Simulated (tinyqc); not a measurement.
# Off-state leakage of single and stacked transistors, step by step

Program tinyqc, `OMP_NUM_THREADS=1 python tinyqc.py 2242062 2242063 out.jsonl`; Intel Xeon 2.30GHz, shared host, one thread, about 0.04 s. Printed values are rounded.

n-channel devices of unit width. Subthreshold current I(Vg, Vs, Vd) = I0 (T/300 K)^0.5 exp[(Vg - Vs - VT(T) - gb (Vs - Vb) + dd (Vd - Vs))/(nf Vt)] (1 - exp(-(Vd - Vs)/Vt)), VT(T) = VT - cT (T - 300 K). Gate-edge tunnelling Ig (Vd/1 V) exp(ag (Vd - 1 V)), for a gate at 0 V, and band-to-band leakage Ab u exp(-Bb/u), u = Vd - Vb + 1 V, flow at a drain held at V; both are taken as independent of T. In a stack of off transistors (all gates at 0 V) the same subthreshold current passes through each.

Values chosen for this exercise; values of the order met in bulk silicon logic transistors:
- T = 300 K (temperature)
- V = 1 V (supply voltage)
- VT = 0.29 V (threshold at 300 K, zero drain and body bias)
- cT = 0.6 mV/K (fall of the threshold with temperature)
- I0 = 0.21 uA/um (current at threshold at 300 K)
- nf = 1.24 (slope factor)
- dd = 0.05 (drain-induced lowering per volt)
- gb = 0.12 (rise of the threshold per volt of source-body bias)
- Ig = 2e-5 uA/um (gate-edge tunnelling current at 1 V)
- ag = 5.2 1/V (exponential slope of the gate current)
- Ab = 40 uA/(um V) (prefactor of band-to-band leakage at the drain)
- Bb = 24 V (its exponential voltage)
- Vb = 0 V (body voltage)

Constants: q = 1.602176634e-19 C, kB = 1.380649e-23 J/K, Vt = kB T/q. Results are converted to the units shown.

## Leakage of one transistor

Vg = Vs = 0, Vd = V; effective threshold VT(T) - gb Vb - dd V.

effective threshold = 0.24 V
parts (nA/um): subthreshold 0.117693, gate edge 0.02, band-to-band 0.491537
total = 0.629230 nA/um
shares (%): subthreshold 18.7042, gate edge 3.17849, band-to-band 78.1173

The band-to-band part is the largest.

## Starting value

Vx = dd V/(1 + gb + 2 dd), the solution for Vx well above Vt, rounded to three decimals.

Vx at the start = 0.041 V

## Iteration 1: new Vx

Stack of two, Vx the node between them: I_low = I(0, 0, Vx), I_up = I(0, Vx, V), f = ln(I_up/I_low), f' = -(1 + gb + 2 dd)/(nf Vt) - 1/(Vt (exp(Vx/Vt) - 1)) - 1/(Vt (exp((V - Vx)/Vt) - 1)), Vx(new) = Vx - f/f'.

I_low = 0.0209718 nA/um
I_up = 0.0263549 nA/um
f = 0.228479
f' = -48.0173 1/V
Vx after iteration 1 = 0.0457583 V

## Iteration 2: new Vx

As before.

I_low = 0.0220425 nA/um
I_up = 0.0221533 nA/um
f = 0.00501608
f' = -45.9992 1/V
Vx after iteration 2 = 0.0458673 V

## Course of the iteration

Stop when the step is below 1e-11 V, or after 40 iterations.

Course of the iteration:
```
iteration  Vx before the step (V)  step (V)
1                           0.041   4.76e-3
2                       0.0457583   1.09e-4
3                       0.0458673   4.78e-8
4                       0.0458674  9.14e-15
```

Converged in 4 iterations. The subthreshold current of the stack is 0.02207 nA/um, 5.33 times less than that of one transistor (the drain leakage is unchanged); the estimate exp[dd V (1 + gb + dd)/((1 + gb + 2 dd) nf Vt)] gives 4.46.
